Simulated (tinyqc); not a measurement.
## Width from the threshold shift

Problem. Undoped body with a flat potential across it, hard walls, transport along x. Three valley pairs (g = 2 each) with the longitudinal mass along x, y or z. Non-parabolicity enters the subband edges through E (1 + al E) = gamma, so E = 2 gamma/(1 + sqrt(1 + 4 al gamma)); motion within a subband is taken as parabolic with the band-edge mass. Energies are counted from the bulk band edge. gamma = C pi^2 [a^2/(my (t + dl)^2) + b^2/(mz (H + dl)^2)], C = hbar^2/(2 m0). Each subband has N_k = g sqrt(2 mx m0 kB T/(pi hbar^2)); without degeneracy n = exp(EF/Vt) sum N_k exp(-E_k/Vt). Classical value Nc times t H, Nc = sum over valleys of 2 g (m m0 kB T/(2 pi hbar^2))^1.5 with m = (mx my mz)^(1/3). Threshold shift dVT = Vt ln(classical value/sum N_k exp(-E_k/Vt)). Find t and the lowest subband edge.

Inputs (values chosen for the exercise); masses close to those of silicon:

| symbol | value | unit | meaning |
|---|---|---|---|
| T | 300 | K | temperature |
| ml | 0.92 | m0 | longitudinal mass |
| mt | 0.194 | m0 | transverse mass |
| al | 0 | 1/eV | non-parabolicity |
| dl | 0 | nm | widening of the box by penetration into the insulator |
| H | 20.4 | nm | height (along z) |

Constants: q = 1.602176634e-19 C, kB = 1.380649e-23 J/K, hbar = 1.054571817e-34 J s, m0 = 9.1093837015e-31 kg, Vt = kB T/q, hbar^2/(2 m0) = 0.0380998212 eV nm^2. Results are converted to the units shown.

dVT = 41.475430 mV

Answer. dVT is evaluated for trial values of t with all subbands; between 1.5 and 25 nm one value matches.

t = 5.100 nm
E_1 = 20.37 meV

Program tinyqc, `OMP_NUM_THREADS=1 python tinyqc.py 2350121 2350122 out.jsonl`; Intel Xeon 2.30GHz, shared host, one thread, about 0.2 s.
